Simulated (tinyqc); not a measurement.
Inside a calculation. Method: UHF in the 3-21g basis, for H2, spin multiplicity 1. One step of it, computed by the program tinyqc.

Question. Iteration 3: building the Fock matrix. J_ij = sum D_kl (ij|kl) with D = D(alpha) + D(beta), K_ij = sum D_kl (ik|jl) for each spin; F = H + J - K(s); E = tr D H + tr D J / 2 - 0.5 sum_s tr D(s) K(s) + E_nn.

D(alpha) after iteration 2, lower triangle:
```
          1H 1s     1H 2s     2H 1s     2H 2s
1H 1s  0.114213
1H 2s  0.216568  0.410653
2H 1s  0.029240  0.055444  0.007486
2H 2s  0.048510  0.091983  0.012419  0.020604
```

D(beta) after iteration 2, lower triangle:
```
          1H 1s     1H 2s     2H 1s     2H 2s
1H 1s  0.007486
1H 2s  0.012419  0.020604
2H 1s  0.029240  0.048510  0.114213
2H 2s  0.055444  0.091983  0.216568  0.410653
```

core Hamiltonian H = T + V (hartree), lower triangle:
```
           1H 1s      1H 2s      2H 1s      2H 2s
1H 1s  -0.557491
1H 2s  -0.738759  -0.783940
2H 1s  -0.141216  -0.337844  -0.557491
2H 2s  -0.337844  -0.523865  -0.738759  -0.783940
```

Two-electron integrals (ij|kl) in chemists' order, unique and non-zero (hartree):
```
(11|11) 1.140145   (21|11) 0.611403   (21|21) 0.345152   (22|11) 0.626370
(22|21) 0.380329   (22|22) 0.482957   (31|11) 0.037458   (31|21) 0.022626
(31|22) 0.027848   (31|31) 0.002833   (32|11) 0.108088   (32|21) 0.068686
(32|22) 0.096864   (32|31) 0.009644   (32|32) 0.044919   (33|11) 0.385749
(33|21) 0.248549   (33|22) 0.369651   (33|31) 0.037458   (33|32) 0.210765
(33|33) 1.140145   (41|11) 0.210765   (41|21) 0.120336   (41|22) 0.135159
(41|31) 0.009644   (41|32) 0.029711   (41|33) 0.108088   (41|41) 0.044919
(42|11) 0.288279   (42|21) 0.178148   (42|22) 0.236690   (42|31) 0.017596
(42|32) 0.069860   (42|33) 0.288279   (42|41) 0.069860   (42|42) 0.141215
(43|11) 0.248549   (43|21) 0.159666   (43|22) 0.235291   (43|31) 0.022626
(43|32) 0.120336   (43|33) 0.611403   (43|41) 0.068686   (43|42) 0.178148
(43|43) 0.345152   (44|11) 0.369651   (44|21) 0.235291   (44|22) 0.340884
(44|31) 0.027848   (44|32) 0.135159   (44|33) 0.626370   (44|41) 0.096864
(44|42) 0.236690   (44|43) 0.380329   (44|44) 0.482957
```

nuclear repulsion = 0.38597900 hartree

Give: Coulomb J; exchange K(alpha); exchange K(beta); F(alpha); F(beta); total energy of this density.

Answer.

Coulomb J (hartree), lower triangle:
```
       1H 1s  1H 2s  2H 1s  2H 2s
1H 1s  1.186
1H 2s  0.709  0.897
2H 1s  0.065  0.268  1.186
2H 2s  0.268  0.521  0.709  0.897
```

exchange K(alpha) (hartree), lower triangle:
```
       1H 1s  1H 2s  2H 1s  2H 2s
1H 1s  0.585
1H 2s  0.496  0.483
2H 1s  0.120  0.141  0.104
2H 2s  0.255  0.270  0.124  0.192
```

exchange K(beta) (hartree), lower triangle:
```
       1H 1s  1H 2s  2H 1s  2H 2s
1H 1s  0.104
1H 2s  0.124  0.192
2H 1s  0.120  0.255  0.585
2H 2s  0.141  0.270  0.496  0.483
```

F(alpha) (hartree), lower triangle:
```
        1H 1s   1H 2s   2H 1s   2H 2s
1H 1s   0.043
1H 2s  -0.526  -0.370
2H 1s  -0.196  -0.211   0.525
2H 2s  -0.325  -0.273  -0.154  -0.079
```

F(beta) (hartree), lower triangle:
```
        1H 1s   1H 2s   2H 1s   2H 2s
1H 1s   0.525
1H 2s  -0.154  -0.079
2H 1s  -0.196  -0.325   0.043
2H 2s  -0.211  -0.273  -0.526  -0.370
```

total energy of this density = -1.02629 hartree
